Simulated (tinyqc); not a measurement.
Inside a calculation: donor level screened by free carriers (Yukawa potential). Values are carried at full precision from step to step, so a last printed digit may differ when a step is redone from the rounded ones.

Screening wave number: Debye ks^2 = 4 pi q n/(eps kB T); Thomas-Fermi ks^2 = 6 pi q n/(eps EF) with EF = c (3 pi^2 n/gv)^(2/3)/m, c = hbar^2/2m0; the two are joined by 1/ks^2 = sqrt(1/ks_D^4 + 1/ks_TF^4). 1e18/cm^3 = 1e-6/angstrom^3, q = e^2/(4 pi eps0).

Constants: e^2/(4 pi eps0) = 14.39964547 eV angstrom; kB = 8.617333262e-05 eV/K; hbar^2/2m0 = 3.80998211 eV angstrom^2; Ry = 13.60569312 eV; a0 (Bohr radius) = 0.5291772105 angstrom.

Parameters, chosen for this exercise (near those of a donor in InP, with one mean mass; not measured data):
- m = 0.082 m0 (mass)
- eps = 12.5 (dielectric constant)
- gv = 1 (valleys)
- T = 200 K (temperature)
- n = 0.043 x 1e18/cm^3 (free-carrier density)

## Units and screening length

Give Ry* = Ry m/eps^2, a* = a0 eps/m, EF, the three values of ks, and x = ks a*.

Ry* = 7.140 meV
a* = 80.67 angstrom
EF = 5.46 meV

ks: Debye, Thomas-Fermi, joined (1/angstrom): 0.00601  0.01308  0.00594

x = 0.4795

EF/kB T = 0.32, so the Debye value, the smaller one, controls the screening.

## One-parameter trial function

Potential -(q/(eps r)) exp(-ks r), q = e^2/(4 pi eps0). In units Ry* = Ry m/eps^2 and a* = a0 eps/m the problem is [-Laplacian - 2 exp(-x r)/r] psi = E psi with x = ks a*.

For exp(-z r): E(z) = z^2 - 8 z^3/(2z + x)^2 in Ry*. Scan z = 0.5, 0.6, ..., 1.1, then minimise; first order gives -1 + 2x.

Scan (Ry*):
```
z    kinetic  potential        E
0.5   0.2500    -0.4568  -0.2068
0.6   0.3600    -0.6126  -0.2526
0.7   0.4900    -0.7768  -0.2868
0.8   0.6400    -0.9472  -0.3072
0.9   0.8100    -1.1223  -0.3123
1.0   1.0000    -1.3012  -0.3012
1.1   1.2100    -1.4830  -0.2730
```

best z = 0.883
E = -0.3126 Ry*
binding = 2.23 meV

First order in x would give -0.041 Ry*, a rigid shift by q ks/eps; it overstates the loss of binding by 0.272 Ry*.

## Converged levels

Converged values use 18 functions exp(-z r), z = 1.55^i, i = -11 to 6: S = 2/A^3, H = z_i z_j S - 2/(A + x)^2, A = z_i + z_j.

The 1s and 2s levels and the mean radius.

1s = -0.3154 Ry*
binding = 2.25 meV
<r> = 143.6 angstrom
second root = 0.0000 Ry*

The trial function misses by 0.0028 Ry*. Screening leaves 32 % of the bare binding, 0.13 kB T. 2s is no longer bound (it unbinds at x = 0.310). At this density n^(1/3) a* is past the Mott value 0.26, so real donors overlap and form no separate level.

## Checks

- 1s at x = 0.5 against the known -0.29623 Ry*: both -0.29623.
- 1s at x = 0 against -1: both -1.00000.

tinyqc: `OMP_NUM_THREADS=1 python tinyqc.py 1250918 1250919 out.jsonl`; about 0.03 s, one thread, shared Intel(R) Xeon(R) Processor @ 2.30GHz.
